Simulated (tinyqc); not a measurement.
Inside a calculation. Model: reverse leakage of an n+-p junction: diffusion, generation, trap-assisted and band-to-band tunnelling.

tinyqc, about 0.01 s, one thread, Intel Xeon 2.30GHz (shared host): `OMP_NUM_THREADS=1 python tinyqc.py 2290066 2290067 out.jsonl` Printed values are rounded; ~0 in a residual or rate marks an entry under 1e-11 of the largest of its column.

One-sided abrupt junction in the depletion approximation, x from the junction (0) to W on the p side, field F = F0 (1 - x/W). Flat quasi-Fermi levels, long p side. Traps generate through SRH with both lifetimes shortened by 1 + Gamma (Hurkx enhancement, form for moderate fields); band-to-band generation is local and needs a total bending above Eg.

Values chosen for this exercise; band and dielectric values close to those of silicon:
```
symbol,value,unit,meaning
T,400,K,temperature
Eg,1.12,eV,band gap
eps_r,11.7,,relative permittivity
Nc,4.28e19,cm^-3,conduction-band density of states at T
Nv,4.08e19,cm^-3,valence-band density of states at T
Na,1.2e16,cm^-3,acceptor density of the lighter side
Nd,1e19,cm^-3,donor density of the heavier side
tau,4e-9,s,SRH lifetime of both carriers at zero field
Et,0,eV,trap level above the intrinsic level
mt,0.26,m0,tunnelling mass
Dn,3.9,cm^2/s,electron diffusion coefficient on the lighter side
Ab,4.2e14,cm^-0.5 V^-2.5 s^-1,band-to-band prefactor
Bb,1.94e7,V/cm,band-to-band field constant
VR,2.2,V,reverse bias
```

Constants: q = 1.602176634e-19 C, kB = 1.380649e-23 J/K, hbar = 1.054571817e-34 J s, m0 = 9.1093837015e-31 kg, Vt = kB T/q, eps0 = 8.8541878128e-14 F/cm where lengths are in cm. Results are converted to the units shown.

## Field, scales and diffusion current

ni = sqrt(Nc Nv) exp(-Eg/(2 Vt)), Eg in volts; Vbi = Vt ln(Na Nd/ni^2); W = sqrt(2 eps0 eps_r (Vbi + VR)/(q Na)); F0 = 2 (Vbi + VR)/W; FG = sqrt(24 mt m0 (kB T)^3)/(q hbar); J_diff = q ni^2 sqrt(Dn/tau)(1 - exp(-VR/Vt))/Na.

ni = 3.67589e12 cm^-3
Vbi = 0.789595 V
W = 567.600 nm
F0 = 105.342 kV/cm
FG = 579.115 kV/cm
J_diff = 5.63322e-6 A/cm^2

## Generation rates across the layer

u = (Vbi + VR)(1 - x/W)^2, p = Na exp(-u/Vt), n = Nd exp((u - Vbi - VR)/Vt); G0 = ni^2 (1 - exp(-VR/Vt))/(tau (n + p + 2 ni cosh(Et/Vt))); Gamma = 2 sqrt(3 pi)(F/FG) exp((F/FG)^2); trap-assisted part G0 Gamma; G_bb = Ab F^2.5 exp(-Bb/F) with F in V/cm, zero unless Vbi + VR > Eg. 12 equal steps.

```
point,x (nm),F (kV/cm),Gamma,G0 (cm^-3 s^-1),G0 Gamma (cm^-3 s^-1),G_bb (cm^-3 s^-1)
0,0.000,105.342,1.15444,3.37804e14,3.89973e14,1.58065e-53
1,47.300,96.563,1.05266,1.98901e20,2.09374e20,6.81353e-61
2,94.600,87.785,0.952353,4.59484e20,4.37591e20,~0
3,141.900,79.006,0.853384,4.59486e20,3.92118e20,~0
4,189.200,70.228,0.755606,4.59486e20,3.47191e20,~0
5,236.500,61.449,0.658880,4.59486e20,3.02747e20,~0
6,283.800,52.671,0.563070,4.59486e20,2.58723e20,~0
7,331.100,43.892,0.468041,4.59270e20,2.14957e20,~0
8,378.400,35.114,0.373659,4.15243e20,1.55159e20,~0
9,425.700,26.335,0.279794,5.58930e19,1.56385e19,~0
10,473.000,17.557,0.186315,3.11061e18,5.79554e17,0
11,520.300,8.778,0.0930933,5.13542e17,4.78074e16,0
12,567.600,0.000,0,2.81331e17,0,0
```

## Current components

Each current is q times the trapezoid sum of its rate; J adds J_diff; J_bb under 1e-8 of the sum is given as 0.

J_SRH = 0.00259974 A/cm^2
J_TAT = 0.00176887 A/cm^2
J_bb = 0 A/cm^2
J = 0.00437424 A/cm^2

A fine grid gives J = 0.004400 A/cm^2; the coarse sum is 0.58 % below it. On the fine grid the largest part is SRH generation (59.4 %). The simple estimate q ni W/(2 tau cosh(Et/Vt)) is 60 % above the fine-grid J_SRH of 0.002613 A/cm^2, since near both edges n or p is large enough to quench generation.
